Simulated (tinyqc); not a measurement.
Millisecond and nanosecond annealing: surface heating, thermal budget and solid-phase regrowth: one step, computed by the program tinyqc. Command: `OMP_NUM_THREADS=1 python tinyqc.py 3029869 3029870 out.jsonl flash walk`. One thread of a shared host (Intel(R) Xeon(R) Processor @ 2.30GHz), about 0.02 s of CPU time with the checks.

A square pulse heats the surface of a thick wafer with constant thermal properties; losses by radiation are neglected and silicon melts at 1414 C.

Task: Temperature in depth and time. Absorbed flux q = (1 - R) fluence/t_p; kappa = k/c. With f(z, t) = (2 q/k) sqrt(kappa t) ierfc(z/(2 sqrt(kappa t))), ierfc(x) = exp(-x^2)/sqrt(pi) - x erfc(x): T = T0 + f(z, t) during the pulse and T0 + f(z, t) - f(z, t - t_p) after it.

Inputs (values chosen for the exercise, modelled on hot silicon with boron):

| quantity | value | unit |
|---|---|---|
| incident fluence | 0.648 | J/cm^2 |
| pulse length t_p | 2.7e-07 | s |
| reflectance R | 0.55 | - |
| thermal conductivity k | 0.31 | W/(cm K) |
| heat capacity per volume c | 2.13 | J/(cm^3 K) |
| preheat temperature T0 | 400 | C |

Source: pulsed laser.

thermal length sqrt(kappa t_p) = 1.982316 um

Give: Temperature (C).

Result:

Temperature (C):

| t/t_p | surface | z = 0.5 thermal lengths | z = 1 | z = 2 |
|---|---|---|---|---|
| 0.10 | 646 | 440.9 | 402.7 | 400.0 |
| 0.25 | 790 | 537.9 | 434.7 | 400.7 |
| 0.50 | 951 | 673.2 | 515.1 | 411.7 |
| 0.75 | 1075 | 785.0 | 597.5 | 436.4 |
| 1.00 | 1179 | 882.2 | 675.7 | 469.4 |
| 1.10 | 971 | 877.1 | 703.0 | 484.1 |
| 1.50 | 803 | 775.4 | 703.5 | 535.4 |
| 2.00 | 723 | 708.8 | 670.7 | 560.7 |
| 4.00 | 609 | 605.1 | 594.3 | 556.5 |
| 10.00 | 526 | 525.6 | 523.2 | 513.8 |

One tenth of a pulse length after the end the surface has lost 208 C: cooling starts as sqrt(t - t_p), much faster than heating ends.
